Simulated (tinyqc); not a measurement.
## Channel mobility from two channel lengths

Question. Two power MOSFETs differ only in channel length: R_on = R_rest + Lc (Wp + a)/(2 mch Cox Vov), Cox = 3.9 eps0/tox. Find mch and R_rest.

Parameters, values chosen for the exercise:
- tox = 57 nm (gate oxide thickness (eps_r 3.9))
- Vov = 11 V (gate overdrive)
- Wp = 3.6 um (width of the p body in one cell, channels included)
- a = 1.4 um (gap between neighbouring p bodies)

Constants: eps0 = 8.8541878128e-14 F/cm where lengths are in cm. Results are converted to the units shown.

R_on at Lc = 0.34 and 1.1 um (mohm cm^2): [4.3554575, 4.4794212]

Answer. R_on is a straight line in Lc; its slope gives mch and its intercept the rest.

mch = 230 cm^2/(V s)
R_rest = 4.30 mohm cm^2

Computed by the program tinyqc: `OMP_NUM_THREADS=1 python tinyqc.py 2230066 2230067 out.jsonl`, one thread of a shared Intel Xeon 2.30GHz, about 0.01 s for the whole run.
